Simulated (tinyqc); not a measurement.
# MOSFET in saturation, small-signal circuit and noise: several studies

Bias by the inversion coefficient IC = I/Ispec (charge-based model with velocity saturation; weak inversion below 0.1, strong above 10). Common-source circuit: gm, gds, Cgs, Cgd and Cj at the inner nodes, Rg in series with the gate; quasi-static, no source or drain resistance, no gate-body capacitance, no substrate network, no induced gate noise, so fmax is an upper estimate.

Values chosen for this exercise:
- T = 300 K (temperature)
- L = 350 nm (gate length)
- W = 10 um (total gate width)
- Cox = 2.22 uF/cm^2 (gate capacitance)
- mu = 170 cm^2/(V s) (mobility)
- n = 1.16 (slope factor)
- Ls = 15 nm (velocity-saturation length)
- sg = 0.013 (ratio gds/gm)
- Cov = 0.31 fF/um (overlap and fringe capacitance per side)
- Cj = 0.81 fF/um (drain junction capacitance)
- Rsh = 10 ohm (sheet resistance of the gate)
- Wf = 2 um (finger width)
- Rc = 50 ohm um (gate contact and vertical resistance)
- IC = 12 (inversion coefficient)
- gw = 0.07 (short-channel excess of the noise factor)
- Nt = 1.5e18 cm^-3 eV^-1 (oxide trap density)
- lt = 0.1 nm (tunnelling length into the oxide)
- ac = 0 V s/C (Coulomb scattering coefficient)

Constants: q = 1.602176634e-19 C, kB = 1.380649e-23 J/K, Vt = kB T/q. Results are converted to the units shown.

Each table varies one quantity; the others keep the values above.

## Effect of the overlap and fringe capacitance per side on speed and noise

Ispec = 2 n mu Cox (W/L) Vt^2, lc = Ls/L, gms = [sqrt((lc IC + 1)^2 + 4 IC) - 1]/[2 + lc (lc IC + 1)], gm = gms Ispec/(n Vt), gds = sg gm. qs = [sqrt(1 + 4 IC) - 1]/2, Cgs = Cox W L qs (2 qs + 3)/(3 (qs + 1)^2) + Cov W, Cgd = Cov W, Cd = Cj W, Rg = Rsh (Wf/L)/(12 Nf) + Rc/W with Nf = W/Wf fingers (not rounded) contacted at both ends. fT = gm/(2 pi (Cgs + Cgd)), fmax = fT/(2 sqrt(Rg (gds + 2 pi fT Cgd))). Channel noise Sid = 4 kB T gam n gm with gam = (1/2 + (2/3) qs)/(1 + qs) + gw lc IC, qs = [sqrt(1 + 4 IC) - 1]/2, lc = Ls/L (the last term an empirical rise with velocity saturation); at the gate, white noise Sw = Sid/gm^2 + 4 kB T Rg. Number fluctuation with correlated mobility: S(f) = K/f, K = q^2 Vt lt Nt/(W L Cox^2) (1 + ac mu Cox I/gm)^2, Vt in eV with Nt per eV. Corner fc = K/Sw. IC is held fixed.

The same in every row: I (uA) = 200.6; Rg (ohm) = 5.952; sqrt(Sw) (nV/Hz^0.5) = 2.797; fc (MHz) = 7.377.

Effect of the overlap and fringe capacitance per side on speed and noise:

| Cov (fF/um) | fT (GHz) | fmax (GHz) |
|---|---|---|
| 0.05 | 5.855 | 190.3 |
| 0.15 | 5.605 | 133.3 |
| 0.25 | 5.374 | 107.1 |
| 0.35 | 5.163 | 91.09 |
| 0.45 | 4.967 | 80.02 |
| 0.55 | 4.785 | 71.76 |
| 0.65 | 4.616 | 65.30 |

Read the table: what changes, and by how much?

As Cov goes from 0.05 to 0.65 fF/um, fT falls from 5.86 to 4.62 GHz, fmax falls from 190 to 65.3 GHz, the white noise stays at 2.80 nV/Hz^0.5 and the corner stays at 7.38 MHz. In every row fmax exceeds 4 fT, where channel resistance and substrate losses, left out here, would cap it.

## Effect of the finger width on speed and noise

Same model as above.

Corner fc = K/Sw. IC is held fixed.

The same in every row: I (uA) = 200.6; fT (GHz) = 5.245.

Effect of the finger width on speed and noise:

| Wf (um) | Rg (ohm) | fmax (GHz) | sqrt(Sw) (nV/Hz^0.5) | fc (MHz) |
|---|---|---|---|---|
| 0.25 | 5.015 | 105.4 | 2.794 | 7.392 |
| 0.5 | 5.060 | 104.9 | 2.794 | 7.391 |
| 1 | 5.238 | 103.1 | 2.795 | 7.389 |
| 2 | 5.952 | 96.71 | 2.797 | 7.377 |
| 4 | 8.810 | 79.50 | 2.805 | 7.333 |
| 8 | 20.24 | 52.45 | 2.839 | 7.161 |

What does the comparison show?

As Wf goes from 0.25 to 8 um, fT stays at 5.25 GHz, fmax falls from 105 to 52.4 GHz, the white noise rises from 2.79 to 2.84 nV/Hz^0.5 and the corner falls from 7.39 to 7.16 MHz. The finger width leaves fT alone and acts through Rg, whose sheet part goes as Wf^2. In every row fmax exceeds 4 fT, where channel resistance and substrate losses, left out here, would cap it.

## Integrated noise against bandwidth

Same model as above.

Corner fc = K/Sw. Mean square from f1 = 100 Hz to B: Sw (B - f1) + K ln(B/f1).

Integrated noise against bandwidth:

| B (Hz) | spot noise at B (nV/Hz^0.5) | white part (uV rms) | 1/f part (uV rms) | total (uV rms) |
|---|---|---|---|---|
| 1000 | 240.2 | 0.08390 | 11.53 | 11.53 |
| 10000 | 76.02 | 0.2783 | 16.30 | 16.30 |
| 1e5 | 24.18 | 0.8840 | 19.97 | 19.99 |
| 1e6 | 8.095 | 2.797 | 23.05 | 23.22 |
| 1e7 | 3.687 | 8.844 | 25.78 | 27.25 |
| 1e8 | 2.898 | 27.97 | 28.24 | 39.74 |
| 1e9 | 2.807 | 88.44 | 30.50 | 93.55 |

The 1/f part adds the same power, K ln 10, in each decade and grows only from 11.5 to 30.5 uV; the white part grows as sqrt(B). It overtakes the 1/f part by B = 1e9 Hz among the rows, above the corner fc = 7.38e6 Hz of the spot noise.

Computed by the program tinyqc: `OMP_NUM_THREADS=1 python tinyqc.py 2150048 2150049 out.jsonl`, one thread of a shared Intel Xeon 2.30GHz, about 0.01 s for the whole run.
